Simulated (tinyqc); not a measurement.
Inside a calculation. Method: Hubbard ring of 6 sites. One step of it, computed by the program tinyqc.

Problem. Mean-field iteration 2. H(up) = T + U n(down), H(down) = T + U n(up); fill the lowest levels; n(new) = n + mixing (n(out) - n); E = tr T (rho up + rho down) + U sum n_up n_down of the output.

one-body matrix (hopping and site energies) (eV):
```
           1          2          3          4          5          6
1   0.780000  -0.620000   0.000000   0.000000   0.000000  -0.620000
2  -0.620000  -0.220000  -0.620000   0.000000   0.000000   0.000000
3   0.000000  -0.620000   0.640000  -0.620000   0.000000   0.000000
4   0.000000   0.000000  -0.620000  -0.790000  -0.620000   0.000000
5   0.000000   0.000000   0.000000  -0.620000  -0.330000  -0.620000
6  -0.620000   0.000000   0.000000   0.000000  -0.620000   0.230000
```

U = 3.900000 eV

electrons, up and down: 4  3

mixing = 1

n(up) after iteration 1: 1 0.519541, 2 0.746941, 3 0.334278, 4 0.899542, 5 0.951511, 6 0.548187

n(down) after iteration 1: 1 0.169342, 2 0.792446, 3 0.171563, 4 0.849434, 5 0.453959, 6 0.563256

Give: levels, up; levels, down; energy; n(up) after iteration 2; n(down) after iteration 2.

Solution.

levels, up (eV): 0.6144  1.0811  1.1871  2.7489  2.9488  3.4296

levels, down (eV): 1.2493  1.7840  2.2548  3.0529  3.5091  4.0599

energy = 5.1367 eV

n(up) after iteration 2: 1 0.8875, 2 0.1651, 3 0.9016, 4 0.5140, 5 0.7911, 6 0.7407

n(down) after iteration 2: 1 0.4286, 2 0.4884, 3 0.6950, 4 0.4741, 5 0.2695, 6 0.6444
